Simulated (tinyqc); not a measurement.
# Stoner model of a band magnet at zero temperature, step by step

A worked calculation. Computed by tinyqc, a small Python program that keeps every step. Command: `OMP_NUM_THREADS=1 python tinyqc.py 3018696 3018697 out.jsonl stoner walk`. One thread of a shared host (Intel(R) Xeon(R) Processor @ 2.30GHz), about 0.01 s of CPU time with the checks. Intermediate numbers are printed to about 7 digits and carried at full precision; extremes and crossings named in words are read from the listed rows.

Five orbitals per spin share one band; u = (E - E_bottom)/W runs from 0 to 1, and the states per spin, atom and energy are g = 5 d(u)/W with d = 1 - c cos(4 pi u). N(u) is the integral of d from 0. The moment m = n_up - n_down (electrons per atom) moves the fillings to n +/- m/10; the energy is E(m) = E_band(m) - I m^2/4.

Inputs (values chosen for the exercise, for a model d band): band width W = 4.3 eV; filling n per spin orbital = 0.2; Stoner parameter I = 0.825 eV; depth c of the valley = 0.58; start moment m0 = 0.15 mu_B; largest number of steps = 600.

Density of states: two peaks.

Constants: k_B = 8.617333262e-05 eV/K.

## The paramagnetic state

Solve N(u_F) = n; g_F = 5 d(u_F)/W; the Stoner product is I g_F.

u_F = 0.2180416

g_F = 1.783550 1/eV

Stoner product I g_F = 1.471429

I g_F > 1: the paramagnet is unstable.

## Fixed-moment scan

For a moment m the Fermi levels of the two spins lie W [u(n + m/10) - u(n - m/10)] =: Delta apart; gbar = m/Delta is the mean density of states between them. A solution has I gbar = 1, is stable where gbar falls with m, or sits at saturation m_max = 10 min(n, 1 - n) if I gbar > 1 there. E_band(m) = 5 W [e(n + m/10) + e(n - m/10) - 2 e(n)], e = integral of u d(u) up to the Fermi level.

Against the moment:
```
m (mu_B)  Delta (eV)    I gbar  E(m) - E(0) (meV)
0.1         0.056094  1.470748            -0.6605
0.3         0.168911  1.465265            -5.9208
0.6         0.342250  1.446311           -23.3568
0.9         0.525472  1.413014           -51.2558
1.2         0.726831  1.362077           -87.5688
1.5         0.961716  1.286763          -128.5592
1.8         1.264716  1.174176          -166.9624
2.0         1.527610  1.080119          -184.4671
```

I gbar runs between 1.080 and 1.471; the energy falls with m where it exceeds 1 and rises where it is below. The lowest row is m = 2.00, below the paramagnet.

## Self-consistent moment

Split the bands by Delta = I m, find the common Fermi level that keeps 10 n electrons, and read m(out) = 5 [N(u + Delta/(2W)) - N(u - Delta/(2W))], N clipped to 0 and 1. Start from m0 (at most 0.9 m_max, m_max = 10 min(n, 1 - n)); stop when m changes by less than 1e-8; moments under 1e-5 count as 0.

Iteration:
```
step  m in (mu_B)  Delta (eV)  m out (mu_B)
1        0.150000    0.123750      0.220218
2        0.220218    0.181679      0.322465
3        0.322465    0.266033      0.469571
4        0.469571    0.387396      0.675871
5        0.675871    0.557593      0.950173
6        0.950173    0.783893      1.278170
7        1.278170    1.054491      1.602098
8        1.602098    1.321731      1.846681
9        1.846681    1.523512      1.997073
10       1.997073    1.647585      2.000000
11       2.000000    1.650000      2.000000
```

moment m = 2 mu_B

last change of m = 0

The moment is saturated: one spin band is full or empty (a strong ferromagnet).

## Energy, splitting and spin polarisation

Exchange splitting = I m; P = (g_up - g_down)/(g_up + g_down) at the Fermi level, with d = 0 for a full or empty band. The Stoner temperature scale is I m/(4 k_B).

E(m) - E(0) = -184.4671 meV

exchange splitting = 1.65 eV

spin polarisation P = 1

Stoner temperature scale = 4786.864 K

Majority electrons dominate at the Fermi level. Real Curie points lie far below such a temperature, since the moments disorder in direction long before they vanish.

Checks made by the program: N(u_F) against quadrature of d (relative difference below 1e-10).
